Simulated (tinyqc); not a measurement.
## Composition from the perpendicular lattice constant

Inverse problem. The layer is x parts of the first compound and 1 - x of the second, grown coherently on the third as substrate and barrier. Rows of the table: lattice constant a, average valence level Ea on an absolute scale, spin-orbit splitting so, gaps at Gamma, X and L, hydrostatic deformation potentials av and ac (Gamma), shear potential b, elastic constants, electron and heavy-hole (along z) masses. All are interpolated linearly in x; gaps get -C x (1 - x), taken wholly in the conduction band; real line-ups can differ from this model by 0.1 eV or more. In-plane strain e = (a_substrate - a)/a, e_z = -2 (c12/c11) e, volume change 2 e + e_z. X-ray diffraction gives a_z = a (1 + e_z) of the coherent layer. Find x, e and the relaxed Gamma gap.

Values chosen for this exercise: bowing of the Gamma gap CG = 0.65 eV; bowing of the X gap CX = 0.2 eV; bowing of the L gap CL = 1.03 eV.

Binary compounds, values chosen for the exercise:
```
	close to InP	close to GaP	close to GaAs
a (angstrom)	5.869	5.451	5.653
Ea (eV)	-7.04	-7.4	-6.92
so (eV)	0.111	0.0797	0.344
EG (eV)	1.34	2.76	1.43
EX (eV)	2.18	2.28	1.89
EL (eV)	1.93	2.62	1.69
av (eV)	1.27	1.71	1.17
ac (eV)	-5.05	-7.07	-7.23
b (eV)	-1.71	-1.82	-1.7
c11 (GPa)	102	139	119
c12 (GPa)	55.3	61.5	53
me (m0)	0.0793	0.129	0.0676
mh (m0)	0.527	0.332	0.345
```

lattice constant along the growth direction = 5.59322238 angstrom

Answer. a_z changes steadily with x, about (1 + 2 c12/c11) times as fast as the relaxed lattice constant, so one composition matches.

x = 0.4100
e = 0.5446 %
relaxed Gamma gap = 2.021 eV

Program tinyqc, `OMP_NUM_THREADS=1 python tinyqc.py 2690018 2690019 out.jsonl`; Intel Xeon 2.30GHz, shared host, one thread, about 0.01 s.
